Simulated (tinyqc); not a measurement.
Gap and radiative efficiency from Jsc and Voc.

Question. Photon flux above E from a black body at temperature T into a hemisphere: Phi(E, T) = A sum_k exp(-k E/th)[E^2 th/k + 2 E th^2/k^2 + 2 th^3/k^3], k = 1, 2, ..., with th = kB T/q in eV and A = 2 pi q^3/(h^3 c^2). A cell with a sharp absorption edge has Jsc = q fs X Phi(Eg, Ts) and Voc = Vt ln(1 + Jsc/J0), J0 = q ge Phi(Eg, T)/ERE. Find Eg and ERE.

Inputs (values chosen for the exercise):

| symbol | value | unit | meaning |
|---|---|---|---|
| T | 300 | K | cell temperature |
| Ts | 5800 | K | temperature of the black-body sun |
| fs | 2.16e-5 |  | share of the hemisphere filled by the sun |
| X | 1 |  | concentration |
| ge | 1 |  | number of faces that emit |

Constants: q = 1.602176634e-19 C, kB = 1.380649e-23 J/K, h = 6.62607015e-34 J s, c = 299792458 m/s, Vt = kB T/q. Results are converted to the units shown.

Jsc = 67.6008985 mA/cm^2
Voc = 0.531473930 V

Solution. Phi falls steadily with E, so Jsc fixes Eg; Voc gives J0, and its ratio to the radiative dark current is 1/ERE.

Eg = 0.870 eV
ERE = 0.0100

tinyqc, about 0.01 s, one thread, Intel Xeon 2.30GHz (shared host): `OMP_NUM_THREADS=1 python tinyqc.py 2820107 2820108 out.jsonl`
